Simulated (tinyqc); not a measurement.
Adsorption as a lattice gas: isotherms with interactions, competition, desorption peaks and saturation dose: one step, computed by the program tinyqc. Command: `OMP_NUM_THREADS=1 python tinyqc.py 3003926 3003927 out.jsonl adsorb walk`. One thread of a shared host (Intel(R) Xeon(R) Processor @ 2.30GHz), about 0.2 s of CPU time with the checks.

One adsorbate per site; a molecule needs 2 empty sites. Gas and surface have the same temperature.

Problem. Coverage with interactions. With u = w/(k_B T). Mean field: theta/(1 - theta) = y exp(-z u theta). Quasi-chemical: theta/(1 - theta) = y [(r - 1 + 2 theta)(1 - theta)/((r + 1 - 2 theta) theta)]^(-z/2) exp(-z u/2), r = sqrt(1 - 4 theta (1 - theta)(1 - exp(-u))).

Inputs (values chosen for the exercise, for a model surface): pair energy w (positive repels) = 0.044 eV; neighbours z = 3; temperature T = 438 K.

Adsorption: dissociative (second order).

y = 0.6831139

Constants: k_B = 8.617333262e-05 eV/K.

Give: u; coverage, mean field; coverage, quasi-chemical.

Solution.

u = 1.166

coverage, mean field = 0.2325

coverage, quasi-chemical = 0.2542
